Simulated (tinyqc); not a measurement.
Reaction control against transport control: chemical vapour deposition: Grove model, boundary layer, depletion and step coverage. Computed by tinyqc, a small Python program. Command: `OMP_NUM_THREADS=1 python tinyqc.py 3020430 3020431 out.jsonl cvd walk`. One thread of a shared host (Intel(R) Xeon(R) Processor @ 2.30GHz), about 0.04 s of CPU time with the checks.

A precursor diffuses to the surface and reacts there at first order; each molecule that reacts adds one formula unit of film.

Inputs (values chosen for the exercise, close to those used for tungsten from its fluoride): prefactor k0 of k_s = 3800 cm/s; activation energy E = 0.713 eV; temperature T = 510 C; total pressure p = 760 torr; mole fraction of the precursor Y = 0.017; gas diffusivity D0 at 273.15 K and 760 torr = 0.47 cm^2/s; film density N = 6.3e+22 formula units/cm^3; gas velocity U = 20 cm/s; kinematic viscosity nu0 at 273.15 K and 760 torr = 0.42 cm^2/s; susceptor length L = 39 cm; channel height b = 6.7 cm.

Reactor: horizontal, atmospheric.

Constants: k_B = 8.617333262e-05 eV/K; k_B = 1.380649e-23 J/K.

Method:
- k_s = k0 exp(-E/(k_B T)); C_g = Y p/(k_B T), 1 torr = 133.322 Pa; D = D0 (T/273.15)^1.75 (760/p).
- nu = nu0 (T/273.15)^1.75 (760/p); Re = U L/nu; mean boundary layer delta = (2/3) L/sqrt(Re), at most b/2; h_g = D/delta.
- Fluxes in series: C_s = C_g/(1 + k_s/h_g); growth rate G = k_s h_g/(k_s + h_g) C_g/N; 1 cm/s = 6e8 nm/min.
- Temperatures in kelvin are T(C) + 273.15.

Rates:
```
T (C)  k_s (cm/s)  h_g (cm/s)  G (nm/min)  reaction limit (nm/min)  transport limit (nm/min)
310    2.6170e-03      1.5127        5.32                      5.3                    3082.2
360    8.0244e-03      1.6256       14.99                     15.1                    3050.7
410    2.0883e-02      1.7374       35.89                     36.3                    3021.9
460    4.7700e-02      1.8482       75.36                     77.3                    2995.3
510    9.8048e-02      1.9580      141.67                    148.8                    2970.7
560    1.8484e-01      2.0669      241.98                    263.6                    2947.8
610    3.2433e-01      2.1751      379.73                    436.4                    2926.4
660    5.3579e-01      2.2825      552.54                    682.2                    2906.3
710    8.4108e-01      2.3891      751.83                   1016.5                    2887.4
```

What does the comparison show, and why?

The apparent activation energy of G is 0.66 eV between the first rows and 0.49 eV between the last, against E = 0.713 eV. k_s stays below h_g, but mixed control begins at the hot end, which lowers the slope there. In the reaction limit the slope is E - k_B T, because C_g falls as 1/T; any further lowering comes from transport.
